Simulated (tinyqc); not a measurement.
# Schottky diode by thermionic emission with image-force lowering and series resistance: what changes with what

Metal on an n-type semiconductor with one parabolic valley; V > 0 is forward bias (metal positive). I = I0 [exp(Vj/(n Vt)) - 1] with Vj = V - I Rs; I0 = S A* T^2 exp(-(phi - dphi)/Vt), the lowering dphi taken at zero bias.

Values chosen for this exercise; band and dielectric values close to those of gallium nitride:
- T = 350 K (temperature)
- me = 0.199 m0 (electron mass)
- eps_r = 9.42 (relative permittivity)
- phi = 0.66 eV (barrier height seen from the metal)
- Nd = 1.2e17 cm^-3 (donor density)
- S = 0.0001 cm^2 (area)
- n = 1.2 (ideality factor)
- Rs = 73 ohm (series resistance)

Constants: q = 1.602176634e-19 C, kB = 1.380649e-23 J/K, h = 6.62607015e-34 J s, m0 = 9.1093837015e-31 kg, Vt = kB T/q, eps0 = 8.8541878128e-14 F/cm where lengths are in cm. Results are converted to the units shown.

Each table varies one quantity; the others keep the values above.

## Effect of the doping on the lowering

A* = 4 pi q me m0 kB^2/h^3 (times 1e-4 for A/(cm^2 K^2)); Nc = 2 (2 pi me m0 kB T/h^2)^1.5 (times 1e-6 for cm^-3); xi = Vt ln(Nc/Nd), Vbi = phi - xi; surface field Em = sqrt(2 q Nd (Vbi - V - Vt)/(eps0 eps_r)); dphi = sqrt(q Em/(4 pi eps0 eps_r)). Here V = 0 in Em.

Results:
```
Nd (cm^-3)  Vbi (V)  Em (kV/cm)  dphi (meV)    I0 (A)
1.3e14       0.3590       4.053       7.871  1.193e-7
4.1e14       0.3936       7.567       10.75  1.312e-7
4.3e15       0.4645       26.79       20.24  1.797e-7
1.4e16       0.5001       50.28       27.72  2.304e-7
4.6e16       0.5360       94.55       38.02  3.241e-7
1.5e17       0.5717       176.6       51.96  5.146e-7
4.9e17       0.6074       329.6       70.98  9.668e-7
```

Estimate the missing row, Nd = 1.3e15 cm^-3.

Computed row:
```
Nd (cm^-3)  Vbi (V)  Em (kV/cm)  dphi (meV)    I0 (A)
1.3e15       0.4284       14.10       14.68  1.495e-7
```

With this row back in the table: dphi rises from 7.87 to 71.0 meV, as Nd^(0.27) (1/4 at fixed Vbi), and I0 grows by a factor of 8.11. Emission limits the current only if the drift velocity at the surface is well above A* T^2/(q Nc) = 6.51e6 cm/s; with a mobility of 1000 cm^2/(V s) it is less than three times that in 3 of the rows, where I0 is overstated.

## Current against voltage

Same model as above.

The apparent ideality is (dV/d ln I)/Vt.

Current against voltage:
```
V (V)     I (A)   Vj (V)  apparent ideality
0.05   1.385e-6  0.04990             0.9011
0.14   2.093e-5   0.1385              1.224
0.23   1.844e-4   0.2165              1.643
0.32   7.337e-4   0.2664              2.975
0.41   0.001585   0.2943              5.036
0.5    0.002577   0.3119              7.437
0.59   0.003639   0.3244              10.01
0.68   0.004740   0.3339              12.67
0.77   0.005868   0.3417              15.40
0.86   0.007012   0.3481              18.17
```

What does the table show?

I rises from 1.38e-6 to 0.00701 A, and the apparent ideality rises from 0.901 to 18.2, against n = 1.2. It starts below n because the -1 in the diode law still counts there. From V = 0.32 V on, I Rs exceeds n Vt and the resistance bends the curve.

Computed by the program tinyqc: `OMP_NUM_THREADS=1 python tinyqc.py 2640104 2640105 out.jsonl`, one thread of a shared Intel Xeon 2.30GHz, about 0.01 s for the whole run.
